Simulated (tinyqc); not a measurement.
Worked calculation: plane-wave Kohn-Sham cycle with exchange-only LDA in a layered model solid. Computed by tinyqc, a small Python program that keeps every step. Settings: points = 16, plane-wave index or count = 2, electrons = 2, k points = 3, area = 20.0, mixing = 0.3, iteration cap = 50. Command: `OMP_NUM_THREADS=1 python tinyqc.py 23106 23107 out.jsonl` (the two numbers bound the seeds that draw the settings). One thread of a shared host (Intel(R) Xeon(R) Processor @ 2.60GHz), about 0.02 s of CPU time with the checks.

A solid whose potential varies along x alone (atomic units):
```
parameter                      value
period a                   15.000000
cross-section of the cell  20.000000
electrons per cell                 2
grid points                       16
plane waves -n..n, n               2
k points                           3
V1 in V1 cos(2 pi x/a)     -0.400000
V2 in V2 cos(4 pi x/a)     -0.290000
```

Stop when sqrt(dV sum R^2) is below 1e-8, dV = a A/N.

Course of the cycle:
```
iteration  E (hartree)  norm of the residual
1          -1.11186105              1.71e-01
2          -0.77807511              1.16e-01
3          -0.62433265              6.31e-02
4          -0.71022187              2.20e-01
5          -0.89998538              1.23e-01
6          -0.67652054              8.11e-02
7          -0.65583320              1.92e-01
8          -0.87866624              1.18e-01
9          -0.66682117              7.77e-02
10         -0.67031024              2.03e-01
11         -0.89459122              1.20e-01
...                ...                   ...
40         -0.66348633              1.98e-01
41         -0.88970844              1.19e-01
42         -0.67173990              7.91e-02
43         -0.66335779              1.98e-01
44         -0.88958388              1.19e-01
45         -0.67168342              7.91e-02
46         -0.66344126              1.98e-01
47         -0.88966487              1.19e-01
48         -0.67172014              7.91e-02
49         -0.66338699              1.98e-01
50         -0.88961225              1.19e-01
```

Can the last value be used, and what does the course show?

Not by the stop rule. Not converged within 50 iterations: the residual wanders without falling. Reruns (cap 100 unless said): mixing 0.1: not converged; mixing 0.5, Kerker q0 1.0: not converged; mixing 0.3, Pulay depth 5: not converged; the original settings with a cap of 400: not converged.
